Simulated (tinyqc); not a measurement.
Superjunction drift layer against a plain one, charge balance: one step of the calculation.

Alternating n and p pillars of equal width wp, doping N and length Lp. When depleted, the lateral field peaks at Ex = q N wp/(2 eps0 eps_r) at the pillar junctions and a uniform vertical field Ey is added; breakdown is taken where Ex^2 + Ey^2 = Ef^2. Only the n pillars conduct, narrowed by the zero-bias depletion. A first-order model: the field peaks at the pillar ends are left out.

Task. Doping of the plain drift layer. Ec(N) = E16 (N/1e16 cm^-3)^(1/8); N(new) = eps0 eps_r Ec(N)^2/(2 q BV).

Parameters, values chosen for the exercise; values close to those of silicon: relative permittivity of the semiconductor eps_r = 11.4; critical field at a doping of 1e16 cm^-3 E16 = 0.399 MV/cm; wanted breakdown voltage BV = 470 V.

Constants: q = 1.602176634e-19 C, eps0 = 8.8541878128e-14 F/cm where lengths are in cm. Results are converted to the units shown.

N at the start = 1e16 cm^-3

Give: Ec; N after iteration 1.

Result.

Ec = 0.39900 MV/cm
N after iteration 1 = 1.0670e15 cm^-3

Program tinyqc, `OMP_NUM_THREADS=1 python tinyqc.py 2590110 2590111 out.jsonl`; Intel Xeon 2.30GHz, shared host, one thread, about 0.01 s.
